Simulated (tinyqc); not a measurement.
The size of the error: propagation of a band-gap error through k.p and effective-mass formulas.

Chain, for a gap E (the reference Eg or another value), with Ep and Dso kept: 1/me = 1 + Ep (E + 2 Dso/3)/(E (E + Dso)); g* = 2 - 2 Ep Dso/(3 E (E + Dso)); g1(E) = g1 + (Ep/3)(1/E - 1/Eg), g2(E) = g2 + (Ep/6)(1/E - 1/Eg), light hole 1/(g1 + 2 g2), heavy hole 1/(g1 - 2 g2) along [100]; optical constant ei(E) = 1 + (ei - 1)(EP/(EP + E - Eg))^2, static e0(E) = ei(E) + e0 - ei.

Donor: R = Ry me/e0^2, a_B = a0 e0/me, Mott density (0.26/a_B)^3. Nc, Nv = 2 (m kT/(4 pi c))^(3/2), c = hbar^2/2m0, ni = sqrt(Nc Nv) exp(-E/2kT). Exciton: Ry mu/e0^2 with 1/mu = 1/me + g1(E). 1 angstrom^-3 = 1e24 cm^-3.

Constants: Ry = 13.60569312 eV; a0 (Bohr radius) = 0.5291772105 angstrom; kB = 8.617333262e-05 eV/K; hbar^2/2m0 = 3.80998211 eV angstrom^2.

Values chosen for the exercise (reference values near those of GaSb, gap at low temperature; the results hold for these values, not for the real material): Eg = 0.802 eV (gap at Gamma to the s-like level); Dso = 0.756 eV (spin-orbit splitting); Ep = 26.8 eV (Kane energy); g1 = 13.41 (Luttinger gamma1); g2 = 4.68 (gamma2); e0 = 15.75 (static dielectric constant); ei = 14.22 (optical dielectric constant); EP = 3.94 eV (mean (Penn) gap); mh = 0.47 m0 (density-of-states mass of the holes); T = 77 K (temperature).

E = f Eg; ratios against f = 1.

Results:
```
f     E (eV)  me ratio  light-hole ratio  e0 ratio  donor ratio  Mott ratio       g*  log10 ni ratio
0.25   0.201     0.292             0.254     1.330        0.165      0.0106  -68.431           19.28
0.40   0.321     0.446             0.405     1.250        0.286      0.0456  -37.102           15.48
0.60   0.481     0.640             0.605     1.155        0.479       0.170  -20.688           10.35
0.80   0.642     0.823             0.803     1.073        0.715       0.452  -13.063            5.19
1.00   0.802     1.000             1.000     1.000        1.000        1.00   -8.810            0.00
1.20   0.962     1.172             1.195     0.936        1.338        1.96   -6.167           -5.20
1.50   1.203     1.421             1.484     0.852        1.958        4.64   -3.731          -13.01
2.00   1.604     1.822             1.958     0.740        3.326        14.9   -1.568          -26.05
```

Between f = 0.8 and 1.2 the mean powers d ln(ratio)/d ln f are 0.87 for me, 0.98 for the light hole, -0.34 for e0, 1.54 for the donor energy and 3.62 for the Mott density; ni moves by -3.24 decades per 0.1 eV, against -0.1 eV/(2 kT ln 10) = -3.27 from the exponential alone, the rest coming from Nc through me^(3/4). g* keeps its sign, from -68.43 to -1.57.

(tinyqc, `OMP_NUM_THREADS=1 python tinyqc.py 1880651 1880652 out.jsonl`, Intel(R) Xeon(R) Processor @ 2.30GHz, 1 thread, shared host, about 0.01 s.)
